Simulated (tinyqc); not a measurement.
# Single-junction solar cell, detailed-balance limit: where the incident power goes

Every photon above the gap Eg makes one pair and none below is absorbed; carriers thermalise at T and move without loss. Jsc = q fs X Phi(Eg, Ts); the dark current is J0 = q ge Phi(Eg, T)/ERE with the Boltzmann factor exp(V/Vt). The efficiency is the electrical power over fs X sigma Ts^4.

Photon flux above E from a black body at temperature T into a hemisphere: Phi(E, T) = A sum_k exp(-k E/th)[E^2 th/k + 2 E th^2/k^2 + 2 th^3/k^3], k = 1, 2, ..., with th = kB T/q in eV and A = 2 pi q^3/(h^3 c^2). J(V) = Jsc - J0 (exp(V/Vt) - 1); Voc = Vt ln(1 + Jsc/J0); at maximum power v = Vmp/Vt solves (1 + v) exp(v) = 1 + Jsc/J0. Pin = fs X sigma Ts^4, sigma = 2 pi^5 kB^4/(15 h^3 c^2). Power above the gap Pg = fs X A q sum_k exp(-k Eg/th)[Eg^3 a + 3 Eg^2 a^2 + 6 Eg a^3 + 6 a^4], a = th/k at Ts. Shares: Pin - Pg; Pg - Jsc Eg/q; Jsc (Eg/q - Voc); Jsc (Voc - Vmp); (Jsc - Jmp) Vmp; Jmp Vmp.

Inputs (values chosen for the exercise):
- T = 300 K (cell temperature)
- Ts = 4500 K (temperature of the black-body sun)
- fs = 2.16e-5 (share of the hemisphere filled by the sun)
- X = 10 (concentration)
- ERE = 0.0001 (external radiative efficiency)
- ge = 2 (number of faces that emit)
- Eg = 2.09 eV (band gap)

Constants: q = 1.602176634e-19 C, kB = 1.380649e-23 J/K, h = 6.62607015e-34 J s, c = 299792458 m/s, Vt = kB T/q. Results are converted to the units shown.

Shares of Pin:
```
                share (%)
below the gap       80.15
thermalisation      3.981
Eg/q to Voc         4.061
Voc to Vmp         0.7942
Jsc to Jmp         0.1929
output              10.82
```

What do the numbers show?

The six shares add up to 100 %. The largest loss is "below the gap" with 80.1 %. The two spectral losses take 84.1 % together, more below the gap than by thermalisation: a smaller gap would shift the balance.

Numbers from tinyqc (`OMP_NUM_THREADS=1 python tinyqc.py 2820032 2820033 out.jsonl`; about 0.01 s on one thread of a shared Intel Xeon 2.30GHz).
